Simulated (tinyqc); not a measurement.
Conductance of a narrow metal strip with scatterers (square lattice, Green functions), step by step. Values are carried at full precision from step to step, so a last printed digit may differ when a step is redone from the rounded ones.

A strip of W sites across with hard walls, site energy 0 and hopping -t. Mode n = 1 to W has profile chi_n(j) = sqrt(2/(W + 1)) sin(n j pi/(W + 1)) and energy en = -2t cos(n pi/(W + 1)); E = en - 2t cos(kn a). With z_n = exp(i kn a) (Im k > 0 for closed modes, |z| < 1) each lead gives the self-energy -t z_n in mode n. One column carries the site energies v, here a uniform barrier across the strip, as of a grain boundary. In the mode basis V_nm = sum_j chi_n(j) v_j chi_m(j), G = (E - en + 2 t z_n - V)^-1, and t_nm = 2t sqrt(sin(kn a) sin(km a)) G_nm in size for open modes. T = sum |t_nm|^2, conductance (2e^2/h) T.

Constants: e^2/h = 3.874045865e-05 S.

Values chosen for the exercise (hopping and spacing of the size met in Cu or Al; the lattice is a model; not measured data): t = 1.84 eV (hopping); a = 2.49 angstrom (spacing); W = 3 (sites across); E = -2.35 eV (Fermi energy); v = (1.2, 1.2, 1.2) eV (site energies in the scattering column).

## Modes at the Fermi energy

For each n: en, cos(kn a) = (en - E)/(2t), z_n and the velocity 2 t a sin(kn a) (zero if closed).

Modes:
```
n  en (eV)  cos(k a)                  z  dE/dk (eV angstrom)
1  -2.6022  -0.06852  -0.06852+0.99765i               9.1417
2   0.0000   0.63859   0.63859+0.76955i               7.0515
3   2.6022   1.34569            0.44520               0.0000
```

2 of 3 modes are open, so the clean strip has a resistance of 6453 ohm, whatever its length.

## The scatterer in the mode basis

Form V_nm.

V (eV), rows n=1, n=2, n=3 and columns alike:
```
[[1.2000, 0, 0],
 [0, 1.2000, 0],
 [0, 0, 1.2000]]
```

A uniform column does not mix the modes.

## Green function and transmission

E - en + 2 t z_n = 2t (z_n - cos(kn a)). Invert, form |t_nm|^2 = (2t)^2 Im(z_n) Im(z_m) |G_nm|^2 and sum. The added resistance is 1/(2 (e^2/h) T) less the same for the clean strip.

G (1/eV), rows n=1, n=2, n=3 and columns alike:
```
[[-0.0804-0.2461i, 0.0000, 0.0000],
 [0.0000, -0.1269-0.2994i, 0.0000],
 [0.0000, 0.0000, -0.2215]]
```

|t_nm|^2, rows n=1, n=2, n=3 and columns alike:
```
[[0.9035, 0, 0],
 [0, 0.8478, 0],
 [0, 0, 0]]
```

T = 1.7513
added resistance = 917 ohm

Mode 2 passes least (0.848) and mode 1 most (0.903); 0.0 % of the transmitted flux changes mode.

## Checks

- Transmitted plus reflected flux against the number of open modes: both 2.00000.

Computed by tinyqc, a small Python program: `OMP_NUM_THREADS=1 python tinyqc.py 1450398 1450399 out.jsonl` (the numbers bound the seed that draws the inputs); one thread of a shared host (Intel(R) Xeon(R) Processor @ 2.30GHz), about 0.01 s for the whole set of steps.
